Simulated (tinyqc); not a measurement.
## Gate voltage for a given inversion charge

Question. p-type body, charge-sheet picture, depletion and inversion only, full ionisation (an idealisation for deep acceptors), Boltzmann statistics (rough once Na exp(x - xn) passes about Nc/7). In units of Vt: xg = (Vg - Vfb)/Vt, x = psi/Vt, G = gamma/sqrt(Vt), xn = (2 phiF + Vc)/Vt. The implicit equation is (xg - x)^2 = G^2 [x - 1 + exp(x - xn)] for x above about 3. Cox = eps0 eox/tox. ni = sqrt(Nc Nv) exp(-Eg/(2 Vt)), Eg in volts; phiF = Vt ln(Na/ni); gamma = sqrt(2 q eps0 eps_r Na)/Cox. N_inv = (Cox Vt G/q) [sqrt(x - 1 + exp(x - xn)) - sqrt(x - 1)]. Find x - xn, psi and Vg.

Parameters, values chosen for the exercise; band and dielectric values close to those of silicon:
- T = 300 K (temperature)
- Eg = 1.1 eV (band gap)
- eps_r = 11.6 (relative permittivity)
- Nc = 2.76e19 cm^-3 (conduction-band density of states at T)
- Nv = 2.65e19 cm^-3 (valence-band density of states at T)
- eox = 3.9 (relative permittivity of the gate insulator (close to silicon dioxide))
- tox = 1.8 nm (insulator thickness)
- Na = 1.3e17 cm^-3 (acceptor density)
- Vfb = -0.72 V (flat-band voltage)
- Vc = 0 V (channel-body voltage)

Constants: q = 1.602176634e-19 C, kB = 1.380649e-23 J/K, Vt = kB T/q, eps0 = 8.8541878128e-14 F/cm where lengths are in cm. Results are converted to the units shown.

N_inv = 8.3e10 cm^-2

Answer. N_inv rises steadily with x, so it fixes x; the implicit equation then gives xg directly.

x - xn = 1.550
psi = 0.8641 V
Vg = 0.2498 V

Program tinyqc, `OMP_NUM_THREADS=1 python tinyqc.py 2122074 2122075 out.jsonl`; Intel Xeon 2.30GHz, shared host, one thread, about 0.01 s.
